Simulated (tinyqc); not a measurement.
Error of the time step: velocity overshoot from momentum and energy balance equations after a field step. Computed by tinyqc, a small Python program. Command: `OMP_NUM_THREADS=1 python tinyqc.py 3029987 3029988 out.jsonl overshoot walk`. One thread of a shared host (Intel(R) Xeon(R) Processor @ 2.30GHz), about 0.03 s of CPU time with the checks.

At t = 0 the field jumps from 0 to F in a uniform sample. v is the drift velocity and u = w - (3/2) k_B T the excess energy per carrier.

Inputs (values chosen for the exercise, modelled on holes in silicon except for tau_E):
```
quantity                      value        unit
effective mass m               0.41         m_0
low-field mobility mu_0         440  cm^2/(V s)
saturation velocity v_s        0.92    1e7 cm/s
energy relaxation time tau_E   0.57          ps
field after the step F           46       kV/cm
lattice temperature T           300           K
time step dt                    4.8          fs
```

Scheme: explicit Euler.

Constants: m_0 = 9.1093837015e-31 kg; e = 1.602176634e-19 C; k_B = 8.617333262e-05 eV/K.

Method:
- dv/dt = e F/m - v/tau_m(u), du/dt = e F v - u/tau_E, tau_m(u) = tau_0/(1 + c u), tau_0 = m mu_0/e, c = mu_0/(e tau_E v_s^2); this choice gives the steady state v (1 + mu_0 F v/v_s^2) = mu_0 F, which saturates at v_s. Steady velocity v = 2 mu_0 F/(1 + sqrt(1 + 4 (mu_0 F/v_s)^2)); u = e F v tau_E; carrier temperature T + 2u/(3 k_B), neglecting the drift energy m v^2/2.
- Step: v_new = v + dt (e F/m - v/tau_m(u)), u_new = u + dt (e F v - u/tau_E). Start v = u = 0; the distance adds dt (v + v_new)/2.
- The peak velocity is recomputed with dt/2 and dt/4 and by an adaptive Runge-Kutta method (tolerance 1e-9).

tau_0 = 102.569 fs

acceleration e F/m = 0.0197331 1e7 cm/s per fs

c = 9.12015 1/eV

steady velocity = 0.734370 1e7 cm/s

Peak velocity:
```
step      v_peak (1e7 cm/s)  error (%)
dt                   1.3280     1.4609
dt/2                 1.3183     0.7192
dt/4                 1.3136     0.3565
adaptive             1.3089     0.0000
```

What follows from these numbers?

The explicit scheme puts the peak 1.46 % too high; halving dt divides the error by 2.03, as a first-order method should.

Extremes, crossings and ranges named in words are read from the listed rows.
